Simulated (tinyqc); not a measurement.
The width of the window: equation-of-state fits to an energy-volume table made by a known binding curve. Computed by tinyqc, a small Python program. Command: `OMP_NUM_THREADS=1 python tinyqc.py 3024657 3024658 out.jsonl eosfit walk`. One thread of a shared host (Intel(R) Xeon(R) Processor @ 2.30GHz), about 0.02 s of CPU time with the checks.

With x = (V/V_0)^(1/3), the energy per atom is E = -D [1 + eta (x - 1)] exp(-eta (x - 1)), so that B0 = D eta^2/(9 V_0) and B' = 1 + 2 eta/3. B' = dB/dP at P = 0.

Inputs (values chosen for the exercise, for a model crystal): cohesive energy D = 5.8 eV/atom; true volume V_0 = 35.8 angstrom^3/atom; stiffness eta = 5.49; shift of the window centre s = -0.014; points N = 7; compression V/V_0 for the pressure test = 0.85; noise amplitude = 0.24 meV.

Binding curve: universal binding. Noise: added.

Constants: 1 eV/angstrom^3 = 160.2176634 GPa.

Method:
- B0 and B' from the formulas above; P = -dE/dV at V = c V_0 (c the compression chosen), from the curve itself.
- Table: V_j = V_0 [1 + s + w (2 j/(N - 1) - 1)], j = 0..N-1, rounded to 0.001; E_j from the curve plus the noise amplitude times the listed numbers xi_j (xi_0 first), rounded to 1e-7 eV.
- Murnaghan: E = E0 + (B0 V/B') [(V0/V)^B'/(B' - 1) + 1] - B0 V0/(B' - 1), P = (B0/B') [(V0/V)^B' - 1].
- Birch-Murnaghan: E = E0 + (9 V0 B0/16) [y^3 B' + y^2 (2 - 4 y)], y = (V0/V)^(2/3) - 1; P = (3 B0/2) (x^7 - x^5) [1 + (3/4)(B' - 4)(x^2 - 1)], x = (V0/V)^(1/3).
- Vinet: E = E0 + (9 B0 V0/h^2) {1 + [h (1 - x) - 1] exp(h (1 - x))}, P = 3 B0 (1 - x) x^-2 exp(h (1 - x)), x = (V/V0)^(1/3), h = (3/2)(B' - 1).
- All are least-squares fits to the energies; for polynomials in V, B0 = V E'' and B' = -1 - V E'''/E'' at the minimum.
- The table is made anew for each w.

numbers xi_j, drawn evenly from -1 to 1: [-0.1330, -0.7099, 0.0589, 0.9535, 0.4911, -0.9239, -0.8194]

exact B0 = 86.9276 GPa

exact B' = 4.66

Errors (%):
```
w     B0, parabola  B0, cubic  B0, Murnaghan  B0, Birch-Murnaghan  B0, Vinet  B', Birch-Murnaghan
0.03         5.544     -6.022         -6.360               -6.204     -6.293               47.631
0.05         8.029     -1.285         -1.992               -1.893     -1.870               10.334
0.08        10.131      1.028         -0.993               -0.766     -0.664                2.193
0.12        13.393      3.845         -1.059               -0.540     -0.287               -0.067
0.16        17.827      7.556         -1.534               -0.624     -0.164               -0.960
0.22        27.165     15.481         -2.590               -0.966     -0.092               -1.936
```

What follows from these numbers?

The Birch-Murnaghan error of B0 is smallest among these at w = 0.12 (0.540 % in size); it is 6.204 % at the narrowest and 0.966 % at the widest. A narrow window magnifies the noise, since the energy range shrinks as w^2, and a wide one exposes the form. The Vinet form is the binding curve itself here, so its error comes from noise and rounding alone. At the widest window the errors of B0 are +27.2 % for the parabola and +15.5 % for the cubic in V.

Extremes, crossings and ranges named in words are read from the listed rows.
